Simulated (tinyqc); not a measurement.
Time-dependent dielectric breakdown: cell percolation, Weibull statistics, area scaling and voltage extrapolation: one step, computed by the program tinyqc. Command: `OMP_NUM_THREADS=1 python tinyqc.py 3005704 3005705 out.jsonl tddb walk`. One thread of a shared host (Intel(R) Xeon(R) Processor @ 2.30GHz), about 0.01 s of CPU time with the checks.

The oxide is divided into columns of area a^2, each holding m = t_ox/a cells (m is taken as continuous). A share lambda(t) = (t/t_1)^alpha of the cells is defective, and a column whose cells are all defective breaks down.

Task: Fitting the sample. W = ln(-ln(1 - F_i)) with the median ranks F_i. Least squares in W: W = beta ln t - beta ln t63. Maximum likelihood: solve sum t^b ln t/sum t^b - 1/b = mean of ln t for b, then t63 = (mean of t^b)^(1/b).

Weibull plot:
```
i      t (s)        F_i      ln t          W
1    1854.64  0.0564516   7.52544  -2.845458
2    3684.48  0.1370968   8.21189  -1.914248
3    5835.93  0.2177419   8.67179  -1.404171
4    8022.10  0.2983871   8.98996  -1.037404
5    8344.63  0.3790323   9.02937  -0.741338
6   18539.14  0.4596774   9.82764  -0.485176
7   18900.63  0.5403226   9.84695  -0.252019
8   19150.26  0.6209677   9.86007  -0.030321
9   31691.77  0.7016129  10.36381   0.190094
10  41499.71  0.7822581  10.63344   0.421630
11  50393.07  0.8629032  10.82761   0.686660
12  52719.32  0.9435484  10.87274   1.055834
```

Give: slope by least squares; t63 by least squares; slope by maximum likelihood; t63 by maximum likelihood.

Result:

slope by least squares = 1.0390

t63 by least squares = 23502 s

slope by maximum likelihood = 1.1921

t63 by maximum likelihood = 23050 s

Caution: t_1 is an input here; in a real oxide it changes with thickness at fixed voltage.
